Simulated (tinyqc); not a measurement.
Interface roughness in a thin film (subband fluctuation and scattering): one step. Sensitivity of the level to thickness. Four cases, with inputs chosen for the exercise.

Problem. Give E1, G, the hard-wall values and the rms fluctuation G D.

Square well of width t, barriers V0, c = hbar^2/2m0: E1 solves k t + 2 atan[(k/mz)/(kappa/mb)] = pi, k = sqrt(mz E/c), kappa = sqrt(mb (V0 - E)/c). One interface is rough, so the subband edge fluctuates by G dt with G = |dE1/dt| (central difference of 0.01 angstrom; 2 E1/t for hard walls).

Constants: hbar^2/2m0 = 3.80998211 eV angstrom^2.

Case 1.

Values chosen (near those of a thin Si channel on (100), two-fold valleys; not measured data): t = 16 angstrom (film thickness); mz = 0.892 m0 (confinement mass); V0 = 2.98 eV (barrier); mb = 0.47 m0 (barrier mass); D = 1.5 angstrom (rms height of the roughness).

Case 2.

Values chosen (near those of a thin InGaAs channel; not measured data): t = 88 angstrom (film thickness); mz = 0.046 m0 (confinement mass); V0 = 2.07 eV (barrier); mb = 0.26 m0 (barrier mass); D = 3.1 angstrom (rms height of the roughness).

Case 3.

Values chosen (near those of a thin InGaAs channel; not measured data): t = 72 angstrom (film thickness); mz = 0.044 m0 (confinement mass); V0 = 1.91 eV (barrier); mb = 0.24 m0 (barrier mass); D = 2.2 angstrom (rms height of the roughness).

Case 4.

Values chosen (near those of a thin Si channel on (100), two-fold valleys; not measured data): t = 34 angstrom (film thickness); mz = 0.89 m0 (confinement mass); V0 = 3.2 eV (barrier); mb = 0.51 m0 (barrier mass); D = 1.1 angstrom (rms height of the roughness).

Give: E1; G = |dE1/dt|; hard walls: E1 (meV) and G (meV/angstrom); G D.

Solution.

Case 1.

E1 = 133.59 meV
G = |dE1/dt| = 14.9960 meV/angstrom

hard walls: E1 (meV) and G (meV/angstrom): [164.671, 20.584]

G D = 22.49 meV

Hard walls overstate G by a factor 1.37, and the scattering rate, which goes as G^2, by 1.88.

Case 2.

E1 = 59.75 meV
G = |dE1/dt| = 1.0400 meV/angstrom

hard walls: E1 (meV) and G (meV/angstrom): [105.560, 2.399]

G D = 3.22 meV

Hard walls overstate G by a factor 2.31, and the scattering rate, which goes as G^2, by 5.32.

Case 3.

E1 = 82.39 meV
G = |dE1/dt| = 1.6649 meV/angstrom

hard walls: E1 (meV) and G (meV/angstrom): [164.856, 4.579]

G D = 3.66 meV

Hard walls overstate G by a factor 2.75, and the scattering rate, which goes as G^2, by 7.57.

Case 4.

E1 = 33.05 meV
G = |dE1/dt| = 1.8478 meV/angstrom

hard walls: E1 (meV) and G (meV/angstrom): [36.549, 2.150]

G D = 2.03 meV

Hard walls overstate G by a factor 1.16, and the scattering rate, which goes as G^2, by 1.35.

Computed by tinyqc, one run a case: `OMP_NUM_THREADS=1 python tinyqc.py N N+1 out.jsonl` with N = 1280228, 1280277, 1280856, 1281180; one thread of a shared Intel(R) Xeon(R) Processor @ 2.30GHz, about 0.01 s a run at most.
